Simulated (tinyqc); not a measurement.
Hubbard ring of 3 sites, step by step. One step of it, computed by the program tinyqc.

Question. The many-body Hamiltonian. Basis: all placements (u, d, 2, 0 on each site), up operators ordered before down ones; hops carry the sign of the same-spin electrons passed.

one-body matrix (hopping and site energies) (eV), order 1, 2, 3:
$$\begin{pmatrix}
0.970000 & -0.870000 & -0.870000 \\
-0.870000 & -0.320000 & -0.870000 \\
-0.870000 & -0.870000 & -0.100000
\end{pmatrix}$$

U = 9.300000 eV

electrons, up and down: [2, 1]

Give: H.

Answer.

H (eV):
```
         2u0      u20      uud      20u      udu      u02      duu      02u
2u0  10.9200  -0.8700  -0.8700  -0.8700   0.0000   0.0000   0.8700   0.0000
u20  -0.8700   9.6300  -0.8700   0.0000  -0.8700   0.0000   0.0000   0.8700
uud  -0.8700  -0.8700   0.5500   0.0000   0.0000  -0.8700   0.0000   0.0000
20u  -0.8700   0.0000   0.0000  11.1400  -0.8700  -0.8700  -0.8700   0.0000
udu   0.0000  -0.8700   0.0000  -0.8700   0.5500  -0.8700   0.0000  -0.8700
u02   0.0000   0.0000  -0.8700  -0.8700  -0.8700  10.0700   0.0000   0.0000
duu   0.8700   0.0000   0.0000  -0.8700   0.0000   0.0000   0.5500  -0.8700
02u   0.0000   0.8700   0.0000   0.0000  -0.8700   0.0000  -0.8700   8.5600
0u2   0.0000   0.0000   0.8700   0.0000   0.0000  -0.8700  -0.8700  -0.8700

         0u2
2u0   0.0000
u20   0.0000
uud   0.8700
20u   0.0000
udu   0.0000
u02  -0.8700
duu  -0.8700
02u  -0.8700
0u2   8.7800
```
